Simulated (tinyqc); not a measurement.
# Changing the step factor eta

Model: geometry relaxation of a small cluster. Computed by tinyqc, a small Python program. Command: `OMP_NUM_THREADS=1 python tinyqc.py 3025269 3025270 out.jsonl relax sweep`. One thread of a shared host (Intel(R) Xeon(R) Processor @ 2.30GHz), about 0.08 s of CPU time with the checks.

E = sum_i {sum_j A exp(-p (r_ij/r0 - 1)) - xi sqrt(rho_i)}, rho_i = sum_j exp(-2 q (r_ij/r0 - 1)); the force on i is -sum_j w_ij (R_i - R_j)/r_ij with w_ij = -(2p/r0) A exp(-p (r_ij/r0 - 1)) + (xi q/r0) exp(-2 q (r_ij/r0 - 1)) (rho_i^(-1/2) + rho_j^(-1/2)).

Inputs (values chosen for the exercise, for model atoms): length r0 = 2.75 angstrom; repulsion A = 0.08 eV; hopping xi = 1.21 eV; decay p = 10.7; decay q = 2.46; largest number of steps = 500.

Potential: Gupta. Method: steepest descent.

starting positions (angstrom), rows atom 1, atom 2, atom 3, atom 4, atom 5, atom 6, columns x, y, z:
$$\begin{pmatrix}
0.14 & -0.06 & -0.05 \\
2.8 & -0.04 & -0.05 \\
2.3 & 2.78 & 0.1 \\
0.21 & 2.58 & 0.13 \\
1.43 & 1.26 & 1.83 \\
1.19 & 1.11 & -1.97
\end{pmatrix}$$

Method:
- Steepest descent: R(new) = R + eta F.
- No atom moves more than 0.3 angstrom a step (the whole step is scaled). Stop when the largest force component is below 1e-5 eV/angstrom.
- Hessian at the final positions by central differences of the forces; six eigenvalues vanish (translations and rotations). Steepest descent is stable for eta below 2/lambda_max and contracts the softest mode by 1 - eta lambda_min a step.

One run for each value:
```
step factor eta (angstrom^2/eV)  steps  final energy (eV)  largest stable eta (angstrom^2/eV)
0.009                              407            -13.493                             0.12599
0.013                              281            -13.493                             0.12599
0.019                              190            -13.493                             0.12599
0.028                              128            -13.493                             0.12599
0.040                               88            -13.493                             0.12599
0.059                               57            -13.493                             0.12599
0.085                               39            -13.493                             0.12599
0.120                              107            -13.493                             0.12599
```

Over the rows, steps goes from 407 through a minimum among these rows, 39.0 at 0.0850, to 107. The final energy is the same in every row; the largest stable eta for plain steepest descent is 0.126. Well below that limit the count falls about as 1/eta; above it the steps overshoot and the run cannot settle, so such values give no row. Left out: 0.00620 (the iteration did not converge within its cap).

Extremes, crossings and ranges named in words are read from the listed rows.
